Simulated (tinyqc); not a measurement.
Length offset and series resistance from crossing lines.

Problem. R_total = Rs + k (L - dL)/Vo with constant Rs, dL and k. Find k, dL and Rs.

R_total at (L, Vo) = (50, 0.35), (100, 0.35), (50, 0.9) and (100, 0.9), L in nm and Vo in V (ohm um): 462.85714  920  253.33333  431.11111

Solution. At each overdrive R is a straight line in L with slope k/Vo; the two lines cross at L = dL, R = Rs.

k = 3.20 ohm um V/nm
dL = 12.5 nm
Rs = 120 ohm um

Numbers from tinyqc (`OMP_NUM_THREADS=1 python tinyqc.py 2282181 2282182 out.jsonl`; about 0.04 s on one thread of a shared Intel Xeon 2.30GHz).
